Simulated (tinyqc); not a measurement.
Worked calculation: quasiparticle equation with a plasmon-pole self-energy for two band edges. Values are carried at full precision from step to step, so a last printed digit may differ when a step is redone from the rounded ones.

For each edge E = e + X + Sc(E), with the correlation part Sc(E) = A[0]/(E - a + w) + A[1]/(E - b - w); a and b are the valence and conduction energies that enter the Green function (a = ev, b = ec in the one-shot scheme). Z = 1/(1 - dSc/dE), dSc/dE = -A[0]/(E - a + w)^2 - A[1]/(E - b - w)^2.

Inputs chosen for the exercise (scales of the order of those of Ge; the results hold for these values, not for the real material): ev = 0 eV (mean-field valence top); ec = 0.1 eV (mean-field conduction edge); w = 13.9 eV (pole energy); Av = (21.7, 11.3) eV^2 (weights of the valence state on the hole and electron poles); Ac = (10.1, 20.1) eV^2 (the same for the conduction state); Xv = -1.07 eV (exchange minus the mean-field potential, valence); Xc = 1.06 eV (the same, conduction).

## Linearised one-shot correction

Evaluate Sc and its slope at the mean-field energy; E = e + Z (X + Sc).

Terms:
```
edge        Sc (eV)   dSc/dE       Z  X + Sc (eV)   E (eV)
valence      0.7540  -0.1700  0.8547      -0.3160  -0.2701
conduction  -0.7246  -0.1556  0.8654       0.3354   0.3902
```

gap = 0.6603 eV
gap with Z = 1 = 0.7514 eV

The gap opens by 0.560 eV, 48 % of it by lowering the valence top. Setting Z = 1 would overshoot by 0.091 eV. X and Sc have opposite signs and are each larger than the sum they leave, so both must be converged well.

## Solving the equation for the conduction edge

Newton steps on f(E) = E - ec - Xc - Sc(E) from E = ec; the first step is the linearised result.

Iterates:
```
step   E (eV)   Sc (eV)     f (eV)
0     0.10000  -0.72461  -0.335385
1     0.39024  -0.77010   0.000340
2     0.38994  -0.77006   0.000000
3     0.38994  -0.77006   0.000000
```

The linearisation errs by +0.3 meV, as the shift is only 0.021 of the pole energy.

## All solutions for the valence state

Multiplying out gives a cubic; give its three roots and their weights Z.

roots (eV): -15.450  -0.270  14.750

weights: 0.0996  0.8530  0.0474

The weights add up to 1. The satellite below lies 15.18 eV from the main peak, 9 % more than w: this scheme places plasmon satellites too far out, and gives one where a cumulant form gives a series.

## Updating the energies in the Green function

Solve both equations exactly, put the results in place of a and b, and repeat five times; w is kept.

Cycles (eV):
```
cycle       Ev      Ec     gap
1      -0.2698  0.3899  0.6598
2      -0.2828  0.4053  0.6881
3      -0.2834  0.4062  0.6895
4      -0.2834  0.4062  0.6896
5      -0.2834  0.4062  0.6896
```

The update moves the gap by +30 meV from the one-shot value; each cycle shrinks the change to about 0.05 of the one before.

## Checks

- Sum of the weights of the three roots: both 1.000000.
- Newton result against the root by bisection (eV): both 0.38994.

tinyqc: `OMP_NUM_THREADS=1 python tinyqc.py 1881241 1881242 out.jsonl`; about 0.02 s, one thread, shared Intel(R) Xeon(R) Processor @ 2.30GHz.
